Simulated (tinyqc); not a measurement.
Small-signal admittance of a forward-biased p+-n diode: two steps of the calculation.

Holes injected into a neutral base of width wb with an ohmic contact at its end; low injection, p0 far above the equilibrium density. A small voltage v exp(i w t), w = 2 pi f, modulates the edge density by p0 v/Vt, and the small-signal density obeys Dp d2p/dx2 = (1/tau + i w) p.

Values chosen for this exercise; permittivity close to that of 4H silicon carbide:
```
symbol   value    unit                                   meaning
T          300       K                               temperature
eps_r      9.7                             relative permittivity
Nd      1.5e15   cm^-3                 donor density of the base
Dp         2.7  cm^2/s                hole diffusion coefficient
tau       2e-7       s                             hole lifetime
wb          13      um                 width of the neutral base
p0      2.2e11   cm^-3  excess hole density at the junction edge
Na        2e18   cm^-3           acceptor density of the p+ side
f        1.8e6      Hz                          signal frequency
```

Constants: q = 1.602176634e-19 C, kB = 1.380649e-23 J/K, Vt = kB T/q, eps0 = 8.8541878128e-14 F/cm where lengths are in cm. Results are converted to the units shown.

Task 1. Closed-form admittance. L = sqrt(Dp tau); direct current J = (q Dp p0/L) coth(wb/L); k = sqrt(1 + i w tau)/L; diffusion admittance Y = (q Dp p0/Vt) k coth(k wb) = G + i w C_diff; junction capacitance C_j = sqrt(q eps0 eps_r Nd/(2 Vr)) in the depletion approximation, with the remaining barrier Vr = Vt ln(Na/p0), a rough value under forward bias; base-width modulation is left out.

Give: L; J; k wb; Y; C_diff; C_j.

Result 1.

L = 7.3485 um
J = 1.3726e-4 A/cm^2
k wb = 2.3313+1.5183i
Y = (6.4871+4.2066i) x 1e-3 S/cm^2
C_diff = 3.7195e-4 uF/cm^2
C_j = 0.015784 uF/cm^2

G is 1.22 times its low-frequency value J/Vt, and C_diff is 0.0236 times C_j.

Task 2. The same by finite differences. 9 equal intervals, h = wb/9; u = small-signal density over its edge value, u_0 = 1, u_9 = 0; u_(i-1) + b u_i + u_(i+1) = 0 with b = -2 - h^2 (1/tau + i w)/Dp; Y = (q Dp p0/(Vt h)) (-b/2 - u_1), which includes the half box at the edge.

Give: b; u; Y on the mesh.

Result 2.

b = -2.039-0.087i
u, node 1 to 8: [0.7652-0.1248i, 0.5710-0.1876i, 0.4151-0.2078i, 0.2935-0.1997i, 0.2007-0.1736i, 0.1308-0.1367i, 0.0779-0.0937i, 0.0362-0.0475i]
Y on the mesh = (6.475+4.296i) x 1e-3 S/cm^2

Numbers from tinyqc (`OMP_NUM_THREADS=1 python tinyqc.py 2890145 2890146 out.jsonl`; about 0.01 s on one thread of a shared Intel Xeon 2.30GHz).
